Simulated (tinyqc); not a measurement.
Inside a calculation. Method: Hueckel theory of the pi electrons with the omega technique, for the molecule Clc1cc[cH+]ccn1 (SMILES; centres numbered as the heavy atoms are written). Computed by tinyqc, a small Python program that keeps every step. Settings: charge = 1, omega = 0.6, damping = 0.7. Command: `OMP_NUM_THREADS=1 python tinyqc.py 30416 30417 out.jsonl` (the two numbers bound the seeds that draw the settings). One thread of a shared host (Intel(R) Xeon(R) Processor @ 2.60GHz), about 0.01 s of CPU time with the checks.

## The Hueckel matrix

Centres:
```
centre  z_r, pi electrons of the neutral centre       h
1Cl                                           2  1.8000
2C                                            1  0.0000
3C                                            1  0.0000
4C                                            1  0.0000
5C                                            1  0.0000
6C                                            1  0.0000
7C                                            1  0.0000
8N                                            1  0.4700
```

Bonds:
```
i  j       k
1  2  0.3700
2  3       1
3  4       1
4  5       1
5  6       1
6  7       1
7  8       1
8  2       1
```

H_rr = alpha + h_r beta, H_rs = k_rs beta for bonded centres.

Hueckel matrix in units of beta (H = alpha + beta A), order 1Cl, 2C, 3C, 4C, 5C, 6C, 7C, 8N:
```
[[1.8000, 0.3700, 0.0000, 0.0000, 0.0000, 0.0000, 0.0000, 0.0000],
 [0.3700, 0.0000, 1.0000, 0.0000, 0.0000, 0.0000, 0.0000, 1.0000],
 [0.0000, 1.0000, 0.0000, 1.0000, 0.0000, 0.0000, 0.0000, 0.0000],
 [0.0000, 0.0000, 1.0000, 0.0000, 1.0000, 0.0000, 0.0000, 0.0000],
 [0.0000, 0.0000, 0.0000, 1.0000, 0.0000, 1.0000, 0.0000, 0.0000],
 [0.0000, 0.0000, 0.0000, 0.0000, 1.0000, 0.0000, 1.0000, 0.0000],
 [0.0000, 0.0000, 0.0000, 0.0000, 0.0000, 1.0000, 0.0000, 1.0000],
 [0.0000, 1.0000, 0.0000, 0.0000, 0.0000, 0.0000, 1.0000, 0.4700]]
```

## Orbitals, round 1

pi electrons, sum of z_r less the charge = 8

Diagonalise; E = alpha + x beta with beta < 0, so the largest x are filled first; degenerate levels share their electrons. P = sum n_i c_ri c_si; each orbital has its largest coefficient positive (the first on a tie).

x values: [2.1627, 1.8120, 1.3695, 1.2047, -0.3163, -0.4617, -1.6967, -1.8042]

occupations: [2.0000, 2.0000, 2.0000, 2.0000, 0.0000, 0.0000, 0.0000, 0.0000]

coefficients, order 1Cl, 2C, 3C, 4C, 5C, 6C, 7C, 8N:
```
[[0.4419, 0.8401, -0.1380, 0.2611, 0.0312, -0.0861, -0.0514, -0.0262],
 [0.4332, 0.0272, 0.1605, -0.4201, -0.1782, 0.5263, 0.4855, 0.2548],
 [0.3211, -0.0963, -0.2666, -0.4971, -0.4680, -0.1990, -0.3525, -0.4319],
 [0.2614, -0.2016, -0.5257, -0.1788, 0.3262, -0.4344, 0.1125, 0.5244],
 [0.2441, -0.2691, -0.4533, 0.2817, 0.3648, 0.3995, 0.1616, -0.5142],
 [0.2665, -0.2859, -0.0951, 0.5182, -0.4416, 0.2499, -0.3867, 0.4033],
 [0.3324, -0.2490, 0.3230, 0.3425, -0.2251, -0.5149, 0.4945, -0.2134],
 [0.4523, -0.1653, 0.5375, -0.1055, 0.5129, -0.0122, -0.4523, -0.0182]]
```

charge and bond-order matrix P, order 1Cl, 2C, 3C, 4C, 5C, 6C, 7C, 8N:
```
[[1.9766, 0.1649, -0.0639, -0.0561, 0.0358, 0.0519, -0.0350, -0.0815],
 [0.1649, 0.7812, 0.6050, 0.1969, -0.1853, -0.2505, 0.0903, 0.6441],
 [-0.0639, 0.6050, 0.8612, 0.6648, 0.1702, -0.2382, -0.2514, 0.1406],
 [-0.0561, 0.1969, 0.6648, 0.8345, 0.6119, 0.1694, -0.1879, -0.2243],
 [0.0358, -0.1853, 0.1702, 0.6119, 0.8336, 0.6622, 0.1964, -0.2370],
 [0.0519, -0.2505, -0.2382, 0.1694, 0.6622, 0.8607, 0.6131, 0.1240],
 [-0.0350, 0.0903, -0.2514, -0.1879, 0.1964, 0.6131, 0.7883, 0.6579],
 [-0.0815, 0.6441, 0.1406, -0.2243, -0.2370, 0.1240, 0.6579, 1.0638]]
```

## Omega technique, round 1

h_r = h_r(0) + omega q_r, omega = 0.6, with q_r = z_r - P_rr; 0.7 of the old diagonal is kept.

matrix after round 1, order 1Cl, 2C, 3C, 4C, 5C, 6C, 7C, 8N:
```
[[1.8042, 0.3700, 0.0000, 0.0000, 0.0000, 0.0000, 0.0000, 0.0000],
 [0.3700, 0.0394, 1.0000, 0.0000, 0.0000, 0.0000, 0.0000, 1.0000],
 [0.0000, 1.0000, 0.0250, 1.0000, 0.0000, 0.0000, 0.0000, 0.0000],
 [0.0000, 0.0000, 1.0000, 0.0298, 1.0000, 0.0000, 0.0000, 0.0000],
 [0.0000, 0.0000, 0.0000, 1.0000, 0.0299, 1.0000, 0.0000, 0.0000],
 [0.0000, 0.0000, 0.0000, 0.0000, 1.0000, 0.0251, 1.0000, 0.0000],
 [0.0000, 0.0000, 0.0000, 0.0000, 0.0000, 1.0000, 0.0381, 1.0000],
 [0.0000, 1.0000, 0.0000, 0.0000, 0.0000, 0.0000, 1.0000, 0.4585]]
```

## Orbitals, round 2

As before.

x values: [2.1812, 1.8227, 1.3878, 1.2324, -0.2988, -0.4277, -1.6725, -1.7751]

occupations: [2.0000, 2.0000, 2.0000, 2.0000, 0.0000, 0.0000, 0.0000, 0.0000]

coefficients, order 1Cl, 2C, 3C, 4C, 5C, 6C, 7C, 8N:
```
[[0.4268, 0.8432, -0.1402, 0.2746, 0.0300, -0.0872, -0.0515, -0.0263],
 [0.4349, 0.0422, 0.1578, -0.4244, -0.1703, 0.5258, 0.4837, 0.2541],
 [0.3262, -0.0887, -0.2705, -0.4916, -0.4704, -0.1990, -0.3505, -0.4326],
 [0.2685, -0.2017, -0.5264, -0.1691, 0.3227, -0.4357, 0.1113, 0.5245],
 [0.2514, -0.2729, -0.4444, 0.2882, 0.3644, 0.3984, 0.1610, -0.5141],
 [0.2723, -0.2876, -0.0770, 0.5156, -0.4424, 0.2534, -0.3854, 0.4035],
 [0.3358, -0.2441, 0.3395, 0.3344, -0.2211, -0.5131, 0.4933, -0.2121],
 [0.4474, -0.1480, 0.5352, -0.1163, 0.5169, -0.0143, -0.4585, -0.0188]]
```

charge and bond-order matrix P, order 1Cl, 2C, 3C, 4C, 5C, 6C, 7C, 8N:
```
[[1.9763, 0.1650, -0.0653, -0.0563, 0.0372, 0.0522, -0.0366, -0.0817],
 [0.1650, 0.7918, 0.6081, 0.1938, -0.1893, -0.2494, 0.0949, 0.6443],
 [-0.0653, 0.6081, 0.8581, 0.6620, 0.1695, -0.2366, -0.2500, 0.1430],
 [-0.0563, 0.1938, 0.6620, 0.8370, 0.6155, 0.1689, -0.1918, -0.2243],
 [0.0372, -0.1893, 0.1695, 0.6155, 0.8365, 0.6595, 0.1930, -0.2370],
 [0.0522, -0.2494, -0.2366, 0.1689, 0.6595, 0.8574, 0.6159, 0.1264],
 [-0.0366, 0.0949, -0.2500, -0.1918, 0.1930, 0.6159, 0.7988, 0.6583],
 [-0.0817, 0.6443, 0.1430, -0.2243, -0.2370, 0.1264, 0.6583, 1.0440]]
```

## Omega technique, round 2

As before.

matrix after round 2, order 1Cl, 2C, 3C, 4C, 5C, 6C, 7C, 8N:
```
[[1.8072, 0.3700, 0.0000, 0.0000, 0.0000, 0.0000, 0.0000, 0.0000],
 [0.3700, 0.0650, 1.0000, 0.0000, 0.0000, 0.0000, 0.0000, 1.0000],
 [0.0000, 1.0000, 0.0430, 1.0000, 0.0000, 0.0000, 0.0000, 0.0000],
 [0.0000, 0.0000, 1.0000, 0.0502, 1.0000, 0.0000, 0.0000, 0.0000],
 [0.0000, 0.0000, 0.0000, 1.0000, 0.0504, 1.0000, 0.0000, 0.0000],
 [0.0000, 0.0000, 0.0000, 0.0000, 1.0000, 0.0432, 1.0000, 0.0000],
 [0.0000, 0.0000, 0.0000, 0.0000, 0.0000, 1.0000, 0.0629, 1.0000],
 [0.0000, 1.0000, 0.0000, 0.0000, 0.0000, 0.0000, 1.0000, 0.4540]]
```

## Convergence

Each round sets h_r = h_r(0) + omega (z_r - P_rr), keeping the share named as damping of the old diagonal; repeat until output and input diagonals agree to 1e-6.

Rounds:
```
round  sum n x  largest |h(out) - h(in)|
1      13.0979                  1.31e-01
2      13.2482                  8.55e-02
3      13.3550                  5.62e-02
4      13.4305                  3.72e-02
5      13.4837                  2.49e-02
6      13.5211                  1.67e-02
7      13.5475                  1.13e-02
8      13.5660                  7.69e-03
9      13.5790                  5.26e-03
10     13.5881                  3.67e-03
11     13.5945                  2.56e-03
12     13.5990                  1.78e-03
13     13.6021                  1.24e-03
14     13.6044                  8.65e-04
15     13.6059                  6.03e-04
16     13.6070                  4.20e-04
17     13.6077                  2.92e-04
18     13.6083                  2.04e-04
19     13.6087                  1.42e-04
20     13.6089                  9.88e-05
21     13.6091                  6.89e-05
22     13.6092                  4.80e-05
23     13.6093                  3.35e-05
24     13.6094                  2.34e-05
25     13.6094                  1.63e-05
26     13.6095                  1.14e-05
27     13.6095                  7.94e-06
28     13.6095                  5.54e-06
29     13.6095                  3.87e-06
30     13.6095                  2.70e-06
31     13.6095                  1.89e-06
32     13.6095                  1.32e-06
33     13.6095                  9.22e-07
```

Converged in 33 rounds.

## Energy, charges, bond orders

final x values: [2.2277, 1.8480, 1.4355, 1.2936, -0.2510, -0.3575, -1.6168, -1.7095]

occupations: [2.0000, 2.0000, 2.0000, 2.0000, 0.0000, 0.0000, 0.0000, 0.0000]

final P, order 1Cl, 2C, 3C, 4C, 5C, 6C, 7C, 8N:
```
[[1.9756, 0.1664, -0.0678, -0.0570, 0.0396, 0.0530, -0.0395, -0.0823],
 [0.1664, 0.8061, 0.6122, 0.1888, -0.1950, -0.2470, 0.1027, 0.6440],
 [-0.0678, 0.6122, 0.8554, 0.6586, 0.1681, -0.2349, -0.2472, 0.1465],
 [-0.0570, 0.1888, 0.6586, 0.8406, 0.6202, 0.1678, -0.1974, -0.2242],
 [0.0396, -0.1950, 0.1681, 0.6202, 0.8404, 0.6563, 0.1876, -0.2370],
 [0.0530, -0.2470, -0.2349, 0.1678, 0.6563, 0.8545, 0.6197, 0.1301],
 [-0.0395, 0.1027, -0.2472, -0.1974, 0.1876, 0.6197, 0.8127, 0.6584],
 [-0.0823, 0.6440, 0.1465, -0.2242, -0.2370, 0.1301, 0.6584, 1.0148]]
```

E = sum n x; q_r = z_r - P_rr; bond order p = P_rs; free valence = sqrt(3) - sum of p over the bonds of the atom.

pi energy = 8 alpha + this times beta = 13.6095

pi charges: [0.0244, 0.1939, 0.1446, 0.1594, 0.1596, 0.1455, 0.1873, -0.0148]

Bond orders and lengths from R = 1.517 - 0.180 p (angstrom, C-C alone):
```
bond       p       R
1-2   0.1664       -
2-3   0.6122  1.4068
3-4   0.6586  1.3985
4-5   0.6202  1.4054
5-6   0.6563  1.3989
6-7   0.6197  1.4054
7-8   0.6584       -
8-2   0.6440       -
```

free valence of the carbons: [0.3094, 0.4613, 0.4533, 0.4556, 0.4561, 0.4539]

gap between the highest filled and the next level = 1.5445 |beta|
